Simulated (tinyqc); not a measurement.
# Resistance of a tapered via with liner, size effect and interface, step by step

Program tinyqc, `OMP_NUM_THREADS=1 python tinyqc.py 2750036 2750037 out.jsonl`; Intel Xeon 2.30GHz, shared host, one thread, about 0.01 s. Printed values are rounded.

A round via whose diameter grows from db at the bottom as D(z) = db + 2 z/tan(ang). The fill, of diameter D - 2 tl, starts above the bottom liner (thickness fb tl) and has rho = rho0 (1 + ks lam/(D - 2 tl)); the sidewall liner conducts in parallel with it. The bottom liner and the interface are crossed over the full area pi db^2/4. Spreading in the lines above and below is left out.

Parameters, values chosen for the exercise; fill metal close to cobalt: diameter at the bottom db = 8.9 nm; height hv = 24 nm; sidewall angle ang = 86 degrees; bulk resistivity of the fill rho0 = 6.33 uohm cm; mean free path of the fill lam = 11.6 nm; size-effect factor ks = 1.4; liner on the sidewall tl = 1 nm; liner at the bottom over that on the sidewall fb = 1; resistivity of the liner rl = 320 uohm cm; interface resistivity at the bottom ri = 2.7e-12 ohm cm^2; ballistic conductance per area, about 3/(4 rho0 lam) Sb = 1e15 S/m^2.

## Slices of the via

Slices between z0 = fb tl and hv, evaluated at their midpoints: conductance per length pi/4 [(D - 2 tl)^2/rho + (D^2 - (D - 2 tl)^2)/rl], slice resistance = slice height over that. 6 slices.

```
slice    z (nm)    D (nm)  rho (uohm cm)  slice resistance (ohm)
0      2.916667  9.307906       20.39685                17.92964
1          6.75  9.844012       19.43544                14.89696
2      10.58333  10.38012       18.59704                12.53575
3      14.41667  10.91622       17.85946                10.66756
4         18.25  11.45233       17.20554                9.168235
5      22.08333  11.98843       16.62182                7.949580
```

## Total resistance

R_fill = sum of the slices; R_bottom = rl fb tl/(pi db^2/4); R_interface = ri/(pi db^2/4); ballistic (Sharvin) limit 1/(Sb pi (db - 2 tl)^2/4); ideal cylinder rho0 hv/(pi db^2/4).

parts (ohm): fill 73.14772, bottom liner 51.43753, interface 4.340041
R = 128.9253 ohm
shares (%): fill 56.73652, bottom liner 39.89716, interface 3.36632
ballistic limit = 26.74311 ohm
ideal cylinder = 24.41997 ohm

The fill is the largest part, and R is 5.28 times the ideal cylinder. With 2000 slices R = 129.05 ohm.
